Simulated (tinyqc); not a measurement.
Power iteration on a symmetric matrix, step by step. Computed by tinyqc, a small Python program that keeps every step. Settings: method = power, shift = 0.19. Command: `OMP_NUM_THREADS=1 python tinyqc.py 24795 24796 out.jsonl` (the two numbers bound the seeds that draw the settings). One thread of a shared host (Intel(R) Xeon(R) Processor @ 2.60GHz), about 0.01 s of CPU time with the checks.

## Step 1

A, lower triangle:
```
           1         2         3         4
1   0.804000
2  -0.275000  1.778000
3  -0.051000  0.102000  2.655000
4   0.882000  0.189000  0.395000  3.122000
```

vector v at the start: 0.500000  0.500000  0.500000  0.500000

shift = 0.190000

w = (A - shift) v; v' = w/|w| with its largest component positive (the first on a tie); lambda = v'^T A v'.

vector after step 1: 0.207615  0.284628  0.516554  0.780420

Rayleigh quotient after step 1 = 3.463400

## Step 2

As before.

vector after step 2: 0.215728  0.180509  0.485339  0.827843

Rayleigh quotient after step 2 = 3.535029

## Step 3

As before.

vector after step 3: 0.235140  0.129258  0.456655  0.848215

Rayleigh quotient after step 3 = 3.557639

## Course of the iteration

Stop when the residual |A v - lambda v| is below 1e-9.

Steps:
```
step      lambda  residual
1     3.46340009  3.91e-01
2     3.53502887  2.18e-01
3     3.55763925  1.31e-01
4     3.56584183  8.21e-02
5     3.56913208  5.37e-02
6     3.57055830  3.61e-02
7     3.57120756  2.47e-02
8     3.57151134  1.70e-02
9     3.57165553  1.17e-02
10    3.57172448  8.13e-03
11    3.57175756  5.64e-03
12    3.57177347  3.91e-03
13    3.57178112  2.71e-03
14    3.57178480  1.88e-03
15    3.57178657  1.31e-03
16    3.57178743  9.06e-04
17    3.57178784  6.29e-04
18    3.57178804  4.36e-04
19    3.57178813  3.03e-04
20    3.57178818  2.10e-04
21    3.57178820  1.46e-04
22    3.57178821  1.01e-04
23    3.57178822  7.02e-05
24    3.57178822  4.87e-05
25    3.57178822  3.38e-05
26    3.57178822  2.35e-05
27    3.57178822  1.63e-05
28    3.57178822  1.13e-05
29    3.57178822  7.84e-06
30    3.57178822  5.44e-06
```

all eigenvalues, for comparison: 0.419849  1.830599  2.536764  3.571788

Not converged in 30 steps: the residual falls only by the ratio of the two largest distances of eigenvalues from the shift, 0.69 a step.
